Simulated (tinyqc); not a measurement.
Inside a calculation. Model: off-state leakage of single and stacked transistors.

Program tinyqc, `OMP_NUM_THREADS=1 python tinyqc.py 2242138 2242139 out.jsonl`; Intel Xeon 2.30GHz, shared host, one thread, about 0.03 s. Printed values are rounded.

n-channel devices of unit width. Subthreshold current I(Vg, Vs, Vd) = I0 (T/300 K)^0.5 exp[(Vg - Vs - VT(T) - gb (Vs - Vb) + dd (Vd - Vs))/(nf Vt)] (1 - exp(-(Vd - Vs)/Vt)), VT(T) = VT - cT (T - 300 K). Gate-edge tunnelling Ig (Vd/1 V) exp(ag (Vd - 1 V)), for a gate at 0 V, and band-to-band leakage Ab u exp(-Bb/u), u = Vd - Vb + 1 V, flow at a drain held at V; both are taken as independent of T. In a stack of off transistors (all gates at 0 V) the same subthreshold current passes through each.

Values chosen for this exercise; values of the order met in bulk silicon logic transistors: temperature T = 330 K; supply voltage V = 1.2 V; threshold at 300 K, zero drain and body bias VT = 0.36 V; fall of the threshold with temperature cT = 0.5 mV/K; current at threshold at 300 K I0 = 0.97 uA/um; slope factor nf = 1.2; drain-induced lowering per volt dd = 0.13; rise of the threshold per volt of source-body bias gb = 0.11; gate-edge tunnelling current at 1 V Ig = 0.0009 uA/um; exponential slope of the gate current ag = 3.7 1/V; prefactor of band-to-band leakage at the drain Ab = 20 uA/(um V); its exponential voltage Bb = 24 V; body voltage Vb = 0 V.

Constants: q = 1.602176634e-19 C, kB = 1.380649e-23 J/K, Vt = kB T/q. Results are converted to the units shown.

## Leakage of one transistor

Vg = Vs = 0, Vd = V; effective threshold VT(T) - gb Vb - dd V.

effective threshold = 0.189 V
parts (nA/um): subthreshold 4.000547, gate edge 2.263610, band-to-band 0.8048125
total = 7.068970 nA/um
shares (%): subthreshold 56.59307, gate edge 32.02178, band-to-band 11.38514

The subthreshold part is the largest.

## Starting value

Vx = dd V/(1 + gb + 2 dd), the solution for Vx well above Vt, rounded to three decimals.

Vx at the start = 0.114 V

## Iteration 1: new Vx

Stack of two, Vx the node between them: I_low = I(0, 0, Vx), I_up = I(0, Vx, V), f = ln(I_up/I_low), f' = -(1 + gb + 2 dd)/(nf Vt) - 1/(Vt (exp(Vx/Vt) - 1)) - 1/(Vt (exp((V - Vx)/Vt) - 1)), Vx(new) = Vx - f/f'.

I_low = 0.06271988 nA/um
I_up = 0.06354353 nA/um
f = 0.01304659
f' = -40.79716 1/V
Vx after iteration 1 = 0.1143198 V

## Iteration 2: new Vx

As before.

I_low = 0.06280932 nA/um
I_up = 0.06280940 nA/um
f = 1.186162e-6
f' = -40.78975 1/V
Vx after iteration 2 = 0.1143198 V

## Course of the iteration

Stop when the step is below 1e-11 V, or after 40 iterations.

Course of the iteration:
```
iteration  Vx before the step (V)  step (V)
1                           0.114   3.20e-4
2                       0.1143198   2.91e-8
3                       0.1143198  2.22e-16
```

Converged in 3 iterations. The subthreshold current of the stack is 0.06281 nA/um, 63.7 times less than that of one transistor (the drain leakage is unchanged); the estimate exp[dd V (1 + gb + dd)/((1 + gb + 2 dd) nf Vt)] gives 62.7.
